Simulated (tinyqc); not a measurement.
# Random telegraph noise from one oxide trap in a small MOSFET: effect of the temperature

An acceptor-like trap exchanges electrons with the channel. Inversion charge Q = Cox u, u = n Vt W0(exp((Vg - VT)/(n Vt))), W0 the Lambert function, n = nf, Cox = eps0 eox/tox; linear regime Id = (W/L) mu Q Vd. Relative to threshold the surface potential rises by Vt ln(u/u0) and the oxide voltage by the rest of Vg - VT, with u0 = n Vt W0(1).

N = Cox u/q; dpsi = Vt ln(u/u0); E = E0 - dpsi - (xt/tox)(Vg - VT - dpsi); capture time tc = 1/[(N/zi) vth s0 exp(-xt/lt - EB/Vt)]; emission time te = tc exp(-E/Vt); occupancy te/(tc + te). A = W L; threshold step dV = q (1 - xt/tox)/(Cox A); gm/Id = 1/(u + n Vt); relative step dI/I = (gm/Id) dV + asc mu/A. fc = (1/tc + 1/te)/(2 pi); rms = (dI/I) sqrt(tc te)/(tc + te). VT, nf, vth and mu are held fixed.

Parameters, values chosen for the exercise; values of the order met in silicon transistors:
- eox = 3.9 (relative permittivity of the gate insulator (close to silicon dioxide))
- tox = 1.7 nm (insulator thickness)
- xt = 0.7 nm (depth of the trap from the channel interface)
- E0 = 0.18 eV (trap level above the channel Fermi level at threshold)
- s0 = 1e-16 cm^2 (capture prefactor)
- EB = 0.38 eV (capture barrier (lattice relaxation))
- lt = 0.15 nm (tunnelling decay length)
- vth = 1.6e7 cm/s (thermal velocity)
- zi = 2 nm (thickness of the inversion layer)
- VT = 0.29 V (threshold voltage)
- nf = 1.11 (body factor)
- W = 180 nm (gate width)
- L = 40 nm (gate length)
- mu = 250 cm^2/(V s) (mobility)
- asc = 3.7e-16 V s (scattering coefficient of the charged trap)
- Vd = 0.1 V (drain voltage)
- Vg = 0.66 V (gate voltage)

Constants: q = 1.602176634e-19 C, kB = 1.380649e-23 J/K, Vt = kB T/q, eps0 = 8.8541878128e-14 F/cm where lengths are in cm. Results are converted to the units shown.

Results:
```
T (K)	E (eV)	tc (s)	te (s)	occupancy	dI/I (%)	fc (Hz)	rms dI/I (%)
180	-0.004184	143.0	187.3	0.5670	0.3197	0.001963	0.1584
210	-0.007681	4.388	6.708	0.6045	0.3209	0.06000	0.1569
240	-0.01093	0.3225	0.5470	0.6291	0.3219	0.7844	0.1555
270	-0.01396	0.04243	0.07730	0.6456	0.3226	5.810	0.1543
330	-0.01945	0.002230	0.004419	0.6646	0.3234	107.4	0.1527
360	-0.02196	7.398e-4	0.001501	0.6699	0.3235	321.1	0.1521
390	-0.02432	2.911e-4	6.003e-4	0.6734	0.3235	811.8	0.1517
```

Estimate the missing row, T = 300 K.

Computed row:
```
T (K)	E (eV)	tc (s)	te (s)	occupancy	dI/I (%)	fc (Hz)	rms dI/I (%)
300	-0.01679	0.008388	0.01606	0.6569	0.3231	28.88	0.1534
```

With this row back in the table: As T goes from 180 to 390, tc falls from 143 to 2.91e-4 s, te falls from 187 to 6.00e-4 s and dI/I rises from 0.320 to 0.324 %. Activation energies over the table: 0.377 eV for capture (EB = 0.38 eV, altered by the change of N) and 0.364 eV for emission.

Range of the model: VT is taken as given; short-channel effects and the uneven flow of current among few electrons are left out.

tinyqc, about 0.01 s, one thread, Intel Xeon 2.30GHz (shared host): `OMP_NUM_THREADS=1 python tinyqc.py 2710013 2710014 out.jsonl`
